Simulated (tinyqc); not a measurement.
Bethe-Salpeter matrix of a two-band chain (Tamm-Dancoff form): sweeps and comparisons. A value that a table varies takes the place of the one given here.

One valence and one conduction band, lattice period 1, mesh k = 2 pi j/N. Pair energies D(k) = Eg + 2 t sum(1 - cos k), t = tc + tv. Screened attraction W(R) = U at R = 0 and V/|R| otherwise, R over the N cells with the nearest image; W(q) = sum_R W(R) cos(q R). H(k, k') = D(k) delta - W(k - k')/Nk + 2 J/Nk for singlets (J = 0 for triplets), Nk the number of k points. With a constant transition dipole the strength of a state is f = (sum_k A_k)^2/Nk, and the f sum to 1.

Inputs chosen for the exercise:
- Eg = 5.6 eV (quasiparticle gap)
- tc = 0.77 eV (conduction hopping)
- tv = 0.17 eV (valence hopping)
- U = 0.56 eV (attraction in the same cell)
- V = 0 eV (attraction at one cell distance)
- J = 0.19 eV (exchange in the same cell)
- fs = (0.1, 0.25, 0.5, 1, 1.5, 2, 3) (scale factors of U and V)

## Convergence with the k mesh

Lowest triplet and singlet, and f of the singlet, against N.

Results:
```
N    Eg - E triplet (eV)  Eg - E singlet (eV)  f singlet
4                 0.1691               0.0478     0.2816
6                 0.1265               0.0330     0.2010
8                 0.1067               0.0256     0.1613
12                0.0899               0.0183     0.1230
20                0.0825               0.0127     0.0966
40                0.0816               0.0093     0.0894
100               0.0816               0.0086     0.0952
```

The coarsest mesh misjudges the singlet binding by +0.0392 eV against the finest: a mesh of N points along an axis repeats the pair every N cells. The triplet is within 1 meV of the last row from N = 20 on. The singlet is within 1 meV of the last row from N = 40 on, a loose bar for so small a binding.

## Strength of the attraction

Triplets, N = 100; U and V scaled together, as weaker screening would do. f is the weight at R = 0. For V = 0 the infinite chain has binding sqrt(4 t^2 + U^2) - 2t and f = U/sqrt(4 t^2 + U^2), t = tc + tv.

Results:
```
scale   U/t  binding (eV)      f  Eg - second level (eV)  contact formula (eV)
0.10   0.06        0.0010  0.028                 -0.0026                0.0008
0.25   0.15        0.0052  0.074                 -0.0016                0.0052
0.50   0.30        0.0207  0.147                 -0.0012                0.0207
1.0    0.60        0.0816  0.285                 -0.0011                0.0816
1.5    0.89        0.1791  0.408                 -0.0010                0.1791
2.0    1.19        0.3083  0.512                 -0.0010                0.3083
3.0    1.79        0.6413  0.666                 -0.0010                0.6413
```

On a mesh 1.5 times finer the binding changes by more than 5 % at scale 0.1, so there it is set by the mesh. The binding grows with exponent 1.99 between scales 0.25 and 0.5 and 1.81 over the last two rows (for a weak contact attraction 2 in a chain and larger in a plane, where it binds exponentially weakly, 1 for a pair held in one cell). f rises from 0.028 to 0.666. On this mesh no second level lies below the gap. 

## Exciton band

Triplets, solved in the electron-hole distance R on a ring of 60 cells, total momentum Q: D = Eg + 2 tc (1 - cos(k + Q/2)) + 2 tv (1 - cos(k - Q/2)), so the hopping in R has size |t(Q)| = sqrt(tc^2 + tv^2 + 2 tc tv cos Q) and the continuum starts at Eg + 2 (tc + tv) - 2 |t(Q)|.

Results:
```
Q/pi   |t(Q)| (eV)  continuum edge (eV)  exciton (eV)  binding (eV)  weight at R = 0
0.000       0.9400               5.6000        5.5184        0.0816            0.285
0.167       0.9212               5.6377        5.5545        0.0832            0.291
0.333       0.8676               5.7448        5.6567        0.0881            0.307
0.500       0.7885               5.9029        5.8064        0.0965            0.335
0.667       0.7006               6.0787        5.9710        0.1078            0.371
0.833       0.6285               6.2229        6.1038        0.1191            0.407
1.000       0.6000               6.2800        6.1558        0.1242            0.423
```

The exciton band is 0.6374 eV wide, against 0.6800 eV for the edge of the continuum: binding narrows it, since electron and hole must hop together. The binding grows from 0.082 to 0.124 eV as |t(Q)| falls. Between the first two rows the exciton rises 0.96 times as much as the edge, so it is heavier than the free pair.

## What each parameter does

N = 100: lowest singlet, its binding and f, and the singlet-triplet splitting. Each row changes one parameter from the base and keeps the others.

Results:
```
case         singlet (eV)  binding (eV)      f  splitting (eV)
base               5.5914        0.0086  0.095          0.0730
Eg = 5.8 eV        5.7914        0.0086  0.095          0.0730
tc = 1 eV          5.5931        0.0069  0.076          0.0592
tv = 0.1 eV        5.5907        0.0093  0.103          0.0786
U = 0.45 eV        5.5986        0.0014  0.035          0.0517
V = 0.1 eV         5.5518        0.0482  0.142          0.0807
J = 0.29 eV        5.6002       -0.0002  0.007          0.0818
```

The largest shifts from the base row, up to three for each result and ties (the steps differ in size, so this ranks the rows, not the parameters). singlet (eV): Eg +0.2000, V -0.0396, J +0.0088. binding (eV): V +0.0396, J -0.0088, U -0.0072; unchanged at the printed digits by Eg. f: J -0.088, U -0.060, V +0.047; unchanged at the printed digits by Eg. splitting (eV): U -0.0213, tc -0.0139, J +0.0088; unchanged at the printed digits by Eg. At zero total momentum only the sum tc + tv enters.

tinyqc: `OMP_NUM_THREADS=1 python tinyqc.py 1250388 1250389 out.jsonl`; about 0.08 s, one thread, shared Intel(R) Xeon(R) Processor @ 2.30GHz.
